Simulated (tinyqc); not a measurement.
Voltage drop against the resistance of a horizontal segment.

A grid of 13 by 13 nodes with segments Rx (rows) and Ry (columns); every node draws I1 and the central node kh I1; pads with resistance Rp sit at the nodes whose row and column are multiples of the pitch, counting from 0. The drops u = Vdd - V follow from G u = i, with G the conductance matrix and i the load currents, solved directly. Here the pitch is 3.

Values chosen for this exercise:
- Vdd = 1 V (supply voltage)
- Ry = 0.36 ohm (resistance of a vertical segment)
- Rp = 0.08 ohm (resistance from a pad node to the supply)
- kh = 5 (factor on the load at the hot node)
- I1 = 1.1 mA (load current of a node in the large grid)

Voltage drop against the resistance of a horizontal segment:

| Rx (ohm) | pads | worst drop (mV) | mean drop (mV) | largest drop at a pad (mV) | largest pad current (mA) | worst drop over Vdd (%) |
|---|---|---|---|---|---|---|
| 0.014 | 25 | 1.146 | 0.9006 | 0.8091 | 10.11 | 0.1146 |
| 0.028 | 25 | 1.186 | 0.9264 | 0.8474 | 10.59 | 0.1186 |
| 0.055 | 25 | 1.254 | 0.9712 | 0.8894 | 11.12 | 0.1254 |
| 0.11 | 25 | 1.375 | 1.051 | 0.9337 | 11.67 | 0.1375 |
| 0.22 | 25 | 1.572 | 1.185 | 0.9752 | 12.19 | 0.1572 |
| 0.44 | 25 | 1.894 | 1.405 | 1.011 | 12.63 | 0.1894 |
| 0.88 | 25 | 2.443 | 1.771 | 1.038 | 12.98 | 0.2443 |

The worst drop rises from 1.15 to 2.44 mV and the mean drop rises from 0.901 to 1.77 mV. The worst drop goes as Rx^(0.05) between the first two rows and Rx^(0.37) between the last two. The central node is itself a pad.

Numbers from tinyqc (`OMP_NUM_THREADS=1 python tinyqc.py 2770229 2770230 out.jsonl`; about 0.1 s on one thread of a shared Intel Xeon 2.30GHz).
